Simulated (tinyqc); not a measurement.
Deep level as a short-range spherical well: sweeps and comparisons. A value that a table varies takes the place of the one given here.

A spherical well of radius R and depth V0 below the conduction edge, one mass m, c = hbar^2/2m0. The s level at binding Et solves k cot(k R) = -kappa with k = sqrt(m (V0 - Et)/c), kappa = sqrt(m Et/c); it exists for V0 > Vc = c (pi/2R)^2/m. Outside, psi falls as exp(-kappa r)/r.

Lucovsky model (delta well, plane-wave final states, no local-field factor): sigma = (32 pi alpha c/(3 n_r m Et)) (x - 1)^(3/2)/x^3, x = h nu/Et, c = hbar^2/2m0; 1 angstrom^2 = 1e-16 cm^2.

Constants: hbar^2/2m0 = 3.80998211 eV angstrom^2; fine-structure constant alpha = 0.007297352564; e^2/(4 pi eps0) = 14.39964547 eV angstrom; kB = 8.617333262e-05 eV/K.

Values chosen for the exercise (near those of InP; the results hold for these values, not for the real material): R = 4 angstrom (radius of the well); m = 0.084 m0 (mass); fV = (1.03, 1.14, 1.3, 1.75, 2.24, 3.23, 5.33) (V0/Vc); n_r = 3.02 (refractive index); xs = (1.04, 1.25, 1.53, 1.8, 2.12, 2.9, 4.78, 7.9) (photon energies h nu/Et); eps = 12.3 (static dielectric constant); T = 350 K (temperature); Fs = (1, 5, 20, 50, 100, 200) kV/cm (fields).

## From threshold to a deep level

Et against the depth at fixed R; near threshold Et = (pi^2/16)(V0 - Vc)^2/Vc.

Results:
```
V0/Vc  V0 (eV)   Et (eV)  threshold form (eV)  1/kappa (angstrom)  share outside
1.03     7.204  0.003800             0.003883               109.3          0.964
1.14     7.974   0.07675              0.08457                24.3          0.850
1.30     9.093    0.3192               0.3883                11.9          0.722
1.75    12.241     1.584                2.427                 5.4          0.498
2.24    15.668     3.554                6.634                 3.6          0.365
3.23    22.593     8.488                21.46                 2.3          0.229
5.33    37.281     20.77                80.89                 1.5          0.119
```

The threshold form holds to 10 % up to V0/Vc = 1.03 of those listed. There the state is mostly outside the well (96 % in the first row) and knows only Et, which is why a delta-well model works; more than half is inside from V0/Vc = 1.75 on. A second s level would need V0/Vc > 9. From V0/Vc = 1.75 on Et exceeds the gap of the host, about 1.35 eV, so those rows only show the model.

## Neutral against charged centre

Et = 0.22038 eV

Lucovsky cross-section, its shape relative to the peak, and the shape of a hydrogen-like centre relative to threshold: x^-4 exp(4 - 4 atan(e)/e)/(1 - exp(-2 pi/e)), e = sqrt(x - 1).

Results:
```
x     h nu (eV)  sigma (1e-18 cm^2)  relative to peak  hydrogen-like
1.04      0.229                11.9             0.057          0.901
1.25      0.275                 107             0.512          0.548
1.53      0.337                 180             0.862          0.314
1.80      0.397                 204             0.982          0.199
2.12      0.467                 207             0.995          0.125
2.90      0.639                 179             0.859          0.051
4.78      1.053                 112             0.538          0.011
7.90      1.741                61.3             0.294          0.002
```

The short-range centre starts from zero, reaches half its peak at x = 1.24 and peaks at x = 2; in the last row it still has 29 % of the peak. The Coulomb centre is largest at threshold and is down to 0.2 % there. Reading the peak as the threshold would misplace the level by a factor 2, here 0.22 eV. Rows above the gap, about 1.35 eV, are hidden by band-to-band absorption.

## Emission in a field

Barrier lowering for a charged centre (Poole-Frenkel) is 2 sqrt(q e F/eps), q = e^2/(4 pi eps0), and for the neutral well e F R; the one-dimensional enhancement is exp(lowering/kB T). 1 kV/cm = 1e-5 V/angstrom; tunnelling is left out.

Results:
```
F (kV/cm)  lowering, charged (meV)  enhancement  saddle at (angstrom)  lowering, neutral (meV)  enhancement
1                              6.8         1.25                   342                     0.04        1.001
5                             15.3         1.66                   153                     0.20        1.007
20                            30.6         2.76                    77                     0.80        1.027
50                            48.4         4.97                    48                     2.00        1.069
100                           68.4         9.67                    34                     4.00        1.142
200                           96.8         24.7                    24                     8.00        1.304
```

At 200 kV/cm the charged centre emits 24.7 times faster and the neutral one 1.30 times: the logarithm of the enhancement is linear in sqrt(F) for the first and in F for the second, which tells the charge state. The largest lowering is 44 % of Et.

tinyqc: `OMP_NUM_THREADS=1 python tinyqc.py 1280818 1280819 out.jsonl`; about 0.01 s, one thread, shared Intel(R) Xeon(R) Processor @ 2.30GHz.
